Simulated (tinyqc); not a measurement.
# Inputs raised by 2 %, one at a time

Model: bottom-up copper filling of a trench by curvature-enhanced accelerator coverage. Computed by tinyqc, a small Python program. Command: `OMP_NUM_THREADS=1 python tinyqc.py 3019492 3019493 out.jsonl superfill sens`. One thread of a shared host (Intel(R) Xeon(R) Processor @ 2.30GHz), about 0.09 s of CPU time with the checks.

A rectangular trench keeps vertical walls and a flat floor. An accelerator floats on the surface; where area is lost in the corners it is passed on to the floor.

Inputs (values chosen for the exercise, close to those used for damascene copper plating):

| quantity | value | unit |
|---|---|---|
| trench width w | 270 | nm |
| aspect ratio h/w | 3 | - |
| exchange current of the suppressed surface i_0 | 0.012 | mA/cm^2 |
| exchange current of the accelerated surface i_1 | 3.8 | mA/cm^2 |
| transfer coefficient alpha | 0.46 | - |
| overpotential eta | 0.13 | V |
| starting coverage theta_0 | 0.025 | - |
| adsorption rate k_a | 0.00011 | 1/s |
| cupric ion concentration C | 0.42 | mol/l |
| diffusivity D | 3.9e-06 | cm^2/s |
| boundary layer delta | 61 | um |
| temperature T | 298 | K |

Constants: e = 1.602176634e-19 C; N_A = 6.02214076e+23 1/mol; k_B = 8.617333262e-05 eV/K.

Method. Kinetic current i_k = [i_0 (1 - theta) + i_1 theta] exp(alpha eta/(k_B T)), limit i_L = 2 F D C/delta, i = 1/(1/i_k + 1/i_L); velocity v = i Omega/(2F), Omega = 7.11 cm^3/mol, F = e N_A. Depletion inside the trench is ignored. Half width x, floor height y, depth h = aspect ratio x w. dx/dt = -v_s, dy/dt = v_b. d theta_b/dt = k_a (1 - theta_b) + [theta_s v_b + theta_b v_s]/x: the floor takes the accelerator of the wall it covers and keeps its own as it narrows. d theta_s/dt = k_a (1 - theta_s). theta_b is capped at 1. Integrate (tolerance 1e-9) until the walls meet (x = 0.02 w/2) or the floor passes the original mouth y = h. Start: x = w/2, y = 0, theta_b = theta_s = theta_0. Height filled = y/h, opening left = x/(w/2).

Runs:

| input moved | from | to | time at the end (s) | opening left, as a share of w | ratio v(1)/v(theta_0) | share of the height filled from the floor |
|---|---|---|---|---|---|---|
| base run | - | - | 234.4 | 0.02 | 20.75 | 0.7452 |
| trench width w (nm) | 270 | 275.4 | 238.0 | 0.02 | 20.75 | 0.7424 |
| aspect ratio h/w | 3 | 3.06 | 234.4 | 0.02 | 20.75 | 0.7306 |
| exchange current of the suppressed surface i_0 (mA/cm^2) | 0.012 | 0.01224 | 234.2 | 0.02 | 20.70 | 0.7444 |
| exchange current of the accelerated surface i_1 (mA/cm^2) | 3.8 | 3.876 | 231.2 | 0.02 | 20.62 | 0.7448 |
| overpotential eta (V) | 0.13 | 0.1326 | 226.4 | 0.02 | 20.35 | 0.7423 |
| starting coverage theta_0 | 0.025 | 0.0255 | 232.3 | 0.02 | 20.39 | 0.7447 |
| cupric ion concentration C (mol/l) | 0.42 | 0.4284 | 234.3 | 0.02 | 20.92 | 0.7492 |

Exponents ln(y'/y) / ln(x'/x):

| input | time at the end | opening left, as a share of w | ratio v(1)/v(theta_0) | share of the height filled from the floor |
|---|---|---|---|---|
| trench width w | 0.772 | 0 | 0.000 | -0.190 |
| aspect ratio h/w | 0.000 | 0 | 0.000 | -1.000 |
| exchange current of the suppressed surface i_0 | -0.057 | 0 | -0.108 | -0.054 |
| exchange current of the accelerated surface i_1 | -0.694 | 0 | -0.305 | -0.028 |
| overpotential eta | -1.767 | 0 | -0.974 | -0.197 |
| starting coverage theta_0 | -0.459 | 0 | -0.870 | -0.034 |
| cupric ion concentration C | -0.023 | 0 | 0.407 | 0.268 |

To which inputs is each result most sensitive?

Among the inputs moved here: time at the end answers most in size to overpotential eta (exponent -1.767), next to trench width w (+0.772); its exponent is below 0.0005 for aspect ratio h/w. Opening left, as a share of w hardly depends on these (all exponents below 0.005). Ratio v(1)/v(theta_0) answers most in size to overpotential eta (exponent -0.974), next to starting coverage theta_0 (-0.870); its exponent is below 0.0005 for trench width w, aspect ratio h/w. Share of the height filled from the floor answers most in size to aspect ratio h/w (exponent -1.000), next to cupric ion concentration C (+0.268).

Caution (all rows): real profiles develop slanted corners, and accelerator is consumed; both are left out.
